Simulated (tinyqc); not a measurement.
# Long-channel MOSFET, surface-potential model, step by step

Numbers from tinyqc (`OMP_NUM_THREADS=1 python tinyqc.py 2360061 2360062 out.jsonl`; about 0.04 s on one thread of a shared Intel Xeon 2.30GHz). Printed values are rounded.

n-channel transistor on a uniformly doped p-type body, gradual-channel approximation, constant mobility, Boltzmann statistics, full ionisation. Potentials are counted from the neutral body; V is the electron quasi-Fermi potential, Vsb at the source and Vsb + Vds at the drain. Charges are magnitudes per area.

Inputs (values chosen for the exercise); material values close to those of gallium nitride: temperature T = 325 K; band gap Eg = 3.43 eV; relative permittivity of the semiconductor eps_r = 9.65; conduction-band density of states at T Nc = 2.6e18 cm^-3; valence-band density of states at T Nv = 5.29e19 cm^-3; acceptor density of the body Na = 1.7e16 cm^-3; relative permittivity of the gate insulator eox = 7.51; insulator thickness tox = 10 nm; flat-band voltage Vfb = -1.38 V; channel mobility mu = 280 cm^2/(V s); gate width W = 20 um; gate length L = 1 um; source-body reverse bias Vsb = 0.3 V; gate-source voltage Vgs = 2.35 V; drain-source voltage Vds = 0.5 V.

Constants: q = 1.602176634e-19 C, kB = 1.380649e-23 J/K, Vt = kB T/q, eps0 = 8.8541878128e-14 F/cm where lengths are in cm. Results are converted to the units shown.

Range of the model: The surface electron density at the source passes 0.3 Nc, where degeneracy, left out here, matters.

## Body potential, insulator capacitance and body factor

ni = sqrt(Nc Nv) exp(-Eg/(2 Vt)), Eg in volts; phiF = Vt ln(Na/ni); Cox = eps0 eox/tox; gamma = sqrt(2 q eps0 eps_r Na)/Cox. VT = Vfb + 2 phiF + gamma sqrt(2 phiF + Vsb), m = 1 + gamma/(2 sqrt(2 phiF + Vsb)).

ni = 2.983271e-8 cm^-3
phiF = 1.531937 V
Cox = 0.6649495 uF/cm^2
gamma = 0.1025992 V^0.5
VT = 1.872049 V
m = 1.027970

## Iteration 1: surface potential at the source by Newton steps

psi at the start (the smaller of 2 phiF + Vsb + 4 Vt and the root without inversion charge) = 3.475900 V

With V = Vsb: G = psi - Vt + Vt e, e = exp((psi - 2 phiF - Vsb)/Vt); f = Vgs + Vsb - Vfb - psi - gamma sqrt(G); f' = -1 - gamma (1 + e)/(2 sqrt(G)); psi(new) = psi - f/f'.

G = 4.977065 V
f = 0.3252080 V
f' = -2.278525
psi after iteration 1 = 3.618627 V

## Iteration 2: surface potential at the source by Newton steps

As before.

G = 253.4704 V
f = -1.222084 V
f' = -29.75239
psi after iteration 2 = 3.577552 V

## Course of the iteration: surface potential at the source by Newton steps

Stop when psi changes by less than 1e-10 V, or after 40 iterations.

Course of the iteration:

| iteration | psi (V) | \|change\| (V) |
|---|---|---|
| 1 | 3.618627 | 0.143 |
| 2 | 3.577552 | 0.0411 |
| 3 | 3.553410 | 0.0241 |
| 4 | 3.546531 | 6.88e-3 |
| 5 | 3.546068 | 4.62e-4 |
| 6 | 3.546066 | 1.95e-6 |
| 7 | 3.546066 | 3.43e-11 |

Converged in 7 iterations. At the end the number of correct digits about doubles with each step.

## Charges and current of the charge-sheet model

psi_0 = 3.546066 V
psi_L = 3.829734 V

psi_0 and psi_L solve Vgs + Vsb - Vfb - psi = gamma sqrt(G) at V = Vsb and Vsb + Vds. Qi = Cox gamma [sqrt(G) - sqrt(psi - Vt)], G = psi - Vt + Vt exp((psi - 2 phiF - V)/Vt), at both ends. With U = Vgs + Vsb - Vfb: drift = mu (W/L) Cox [U (psi_L - psi_0) - (psi_L^2 - psi_0^2)/2 - (2/3) gamma ((psi_L - Vt)^1.5 - (psi_0 - Vt)^1.5)]; diffusion = mu (W/L) Vt (Qi0 - QiL).

Qi0 = 193.8284 nC/cm^2
QiL = 0.1447231 nC/cm^2
drift current = 154.0411 uA
diffusion current = 30.37647 uA
drain current = 184.4175 uA

Drift carries 83.5 % of the current. The drain end is pinched off: its charge is under 1 % of that at the source.

## Inversion charge along the channel

| point | V (V) |
|---|---|
| 0 | 0.3 |
| 1 | 0.3625 |
| 2 | 0.425 |
| 3 | 0.4875 |
| 4 | 0.55 |
| 5 | 0.6125 |
| 6 | 0.675 |
| 7 | 0.7375 |
| 8 | 0.8 |

The surface potential psi at channel potential V solves Vgs + Vsb - Vfb - psi = gamma sqrt(G), G = psi - Vt + Vt exp((psi - 2 phiF - V)/Vt). Charge sheet: Qi = Cox gamma [sqrt(G) - sqrt(psi - Vt)]. Pao-Sah: Qi = (Cox gamma/2) integral from 3 Vt to psi of exp((u - 2 phiF - V)/Vt)/sqrt(G(u, V)) du.

| point | psi (V) | Qi, charge sheet (nC/cm^2) | Qi, Pao-Sah (nC/cm^2) |
|---|---|---|---|
| 0 | 3.546066 | 193.8284 | 194.4108 |
| 1 | 3.600344 | 156.7530 | 157.2395 |
| 2 | 3.653120 | 120.7107 | 121.0986 |
| 3 | 3.703671 | 86.19472 | 86.48211 |
| 4 | 3.750597 | 54.15865 | 54.34615 |
| 5 | 3.790863 | 26.67410 | 26.76978 |
| 6 | 3.818124 | 8.068248 | 8.097948 |
| 7 | 3.828091 | 1.266223 | 1.270930 |
| 8 | 3.829734 | 0.1447231 | 0.1452620 |

At the source the charge-sheet charge is 0.30 % below the Pao-Sah one.

## Pao-Sah current by Simpson's rule

I = mu (W/L) integral of Qi dV; Simpson's rule on the 9 points, step Vds/8, weights 1, 4, 2, ..., 4, 1 times step/3.

Pao-Sah current = 192.3473 uA

Gauss-Legendre quadrature on many points gives 192.3 uA, so this value is 0.016 % above it; the charge-sheet current, 184.4 uA, is 4.1 % below it.
